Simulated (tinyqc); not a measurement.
Worked calculation: time-domain thermoreflectance: layered heat flow under a modulated pulse train, and what the signal ratio measures. Computed by tinyqc, a small Python program that keeps every step. Command: `OMP_NUM_THREADS=1 python tinyqc.py 3111831 3111832 out.jsonl tdtr walk`. One thread of a shared host (Intel(R) Xeon(R) Processor @ 2.30GHz), about 0.2 s of CPU time with the checks. Intermediate numbers are printed to about 6 digits and carried at full precision; extremes and crossings named in words are read from the listed rows.

Pulses repeat at 80 MHz; heat is laid down at the surface, all layers are isotropic, and the film is in perfect contact with the substrate.

Inputs (values chosen for the exercise, modelled on aluminium on sapphire):
```
quantity,value,unit
metal thickness d,78,nm
metal conductivity,190,W/(m K)
metal heat capacity,2.42,MJ/(m^3 K)
boundary conductance G under the metal,38,MW/(m^2 K)
film thickness,120,nm
film conductivity,1.9,W/(m K)
film heat capacity,2.4,MJ/(m^3 K)
substrate conductivity kappa,33,W/(m K)
substrate heat capacity C,3.05,MJ/(m^3 K)
modulation frequency f,2,MHz
"spot radius w (1/e^2, pump and probe)",5.6,micrometre
delay t,4000,ps
```

Stack: metal, film, substrate.

## Length and time scales

Penetration depth sqrt(kappa/(pi f C)); effusivity sqrt(kappa C); cooling time of the metal d C_m/G; Kapitza length kappa/G.

penetration depth = 1.31225 micrometre

effusivity = 10032.4 W s^(1/2)/(m^2 K)

cooling time of the metal = 4967.37 ps

Kapitza length = 868.421 nm

depth over spot radius = 0.234331

## Impedance at k = 0 and the modulation frequency

For radial wave number k and angular frequency W each layer has u = sqrt(4 pi^2 k^2 + i W C/kappa) and gamma = kappa u. Surface impedance from below: Z = 1/gamma for the substrate; a layer of thickness L maps Z to (Z + tanh(u L)/gamma)/(1 + gamma Z tanh(u L)); a boundary adds 1/G. Take k = 0 and W = 2 pi f.

Z of the substrate = 19.8826-19.8826i m^2 K/GW

Z at the surface = 85.3432-45.0634i m^2 K/GW

## Response at the modulation frequency

Response per absorbed watt H(W) = 2 pi int_0^(2/w) Z(k, W) exp(-pi^2 k^2 w^2) k dk by 20 Gauss-Legendre points.

H(2 pi f) = 0.783591-0.350813i K/mW

phase of H(2 pi f) = -24.1180 degrees

## Signal at one delay

Signal: X + iY = sum_(m = -M..M) H(2 pi (f + m f_r)) exp(i 2 pi m f_r t) exp(-pi (m/M)^2 x 4), f_r = 80 MHz, M = 4000, with H(-W) the complex conjugate of H(W); V_in = X, V_out = Y, ratio = -V_in/V_out.

V_in = 0.861929 K/mW

V_out = -0.354098 K/mW

ratio -V_in/V_out = 2.43416

## Ratio and sensitivities against delay

Sensitivity S = ln(ratio'/ratio)/ln(1.01) for a rise of one input by 1 %.

Ratio and sensitivities:
```
t (ps),ratio,S to kappa,S to G,S to d,S to C,S to w,S to film conductivity
100,3.45536,0.228243,0.0509237,-0.690257,0.203621,-0.333449,0.312103
200,3.40879,0.227826,0.0426131,-0.676030,0.203111,-0.330510,0.307516
400,3.32410,0.227055,0.0291932,-0.650049,0.202160,-0.324981,0.298421
800,3.17650,0.225711,0.0093603,-0.605303,0.200476,-0.314929,0.280943
1500,2.96260,0.223855,-0.0135606,-0.541888,0.198039,-0.299646,0.252873
2500,2.71831,0.222000,-0.0331654,-0.471907,0.195354,-0.281418,0.217675
4000,2.43416,0.220436,-0.0488464,-0.394421,0.192508,-0.259552,0.173014
```

The largest sensitivity in size at 100 ps is to d (-0.69). kappa and C enter almost alike, through the effusivity. At 400 ps an error of 3 % in d passes on as 9 % in kappa.

Checks made by the program: steady rise of a bare substrate, 1/(2 sqrt(pi) w kappa), from the same quadrature (relative difference below 1e-10).
